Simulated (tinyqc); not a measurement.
Worked calculation: buckled dimers of a reconstructed (001) surface, two dangling bonds a dimer. Values are carried at full precision from step to step, so a last printed digit may differ when a step is redone from the rounded ones.

In a dimer one atom moves up by z and the other down by z; the dangling bond of the up atom (more s-like) falls by gm z and that of the down atom rises by gm z. With all dimers tilted alike: H(k) = [[-gm z - 2 ta cos k, -tp - 2 tx cos k], [., gm z - 2 ta cos k]], k along the row in 1/a. Two electrons a dimer fill the lowest N of the 2N levels on the mesh k_j = (j + 1/2) pi/N. Total energy a dimer: W(z) = (2/N) sum of the filled levels + kf z^2. Repulsion between electrons is left out.

Constants: kB = 8.617333262e-05 eV/K.

Parameters, chosen for this exercise (of the size met on diamond (001); not measured data): tp = 0.98 eV (pi coupling inside a dimer); ta = 0.21 eV (coupling between like atoms along the row); tx = 0.04 eV (diagonal coupling along the row); gm = 2.01 eV/angstrom (shift of a dangling bond with height); z = 0.13 angstrom (a trial buckling); k = 0.2 pi/a (wave vector along the row); kf = 7.4 eV/angstrom^2 (force constant of buckling); N = 8 (k points).

## One k point at the trial buckling

Form H, its levels and the weight of the lower one on the up atom, (1 + gm z/sqrt((gm z)^2 + h^2))/2 with h the off-diagonal element; k is given in pi/a.

H (eV), rows up, down and columns alike:
```
[[-0.6011, -1.0447],
 [-1.0447, -0.0785]]
```

levels (eV): [-1.4167, 0.7371]

weight on the up atom = 0.6213

## The bands on the mesh

Both levels at each k_j for the trial z, and W(z).

Levels (eV):
```
j  k (pi/a)    lower   upper
0    0.0625  -1.5022  0.6783
1    0.1875  -1.4279  0.7294
2    0.3125  -1.2906  0.8239
3    0.4375  -1.1113  0.9474
4    0.5625  -0.9172  1.0811
5    0.6875  -0.7380  1.2047
6    0.8125  -0.6009  1.2993
7    0.9375  -0.5267  1.3506
```

band energy = -2.0287 eV
elastic energy = 0.1251 eV
W = -1.9036 eV

The lower band is full and the upper empty.

## An isolated dimer

For ta = tx = 0, W = -2 sqrt(tp^2 + (gm z)^2) + kf z^2. It buckles if gm^2/kf > tp; then sqrt(tp^2 + (gm z)^2) = gm^2/kf, the gap is twice that, and the gain is (gm^2/kf - tp)^2 kf/gm^2.

gm^2/kf = 0.5460 eV
buckling z = 0.0000 angstrom
gap = 1.9600 eV
gain = 0.0000 eV

The pi bond is strong enough to keep the dimer flat.

## The row at its minimum

Minimise W over z from 0 to 1 angstrom. Gap: lowest upper level less highest lower level on 201 points from 0 to pi (negative: overlap). Charge moved to the up atom: the mean of gm z/sqrt((gm z)^2 + h^2) over the mesh, valid for a full lower band.

z = 0.0000 angstrom
gain over flat dimers = 0.0000 eV

gap (eV): flat 1.1200, at the minimum 1.1200

charge moved = 0.000 e

The flat row is the minimum.

## Checks

- Buckling of an isolated dimer from the formula against numerical minimisation: both 0.0000.

Program tinyqc; command `OMP_NUM_THREADS=1 python tinyqc.py 1480317 1480318 out.jsonl`; about 0.01 s on one thread of a shared Intel(R) Xeon(R) Processor @ 2.30GHz.
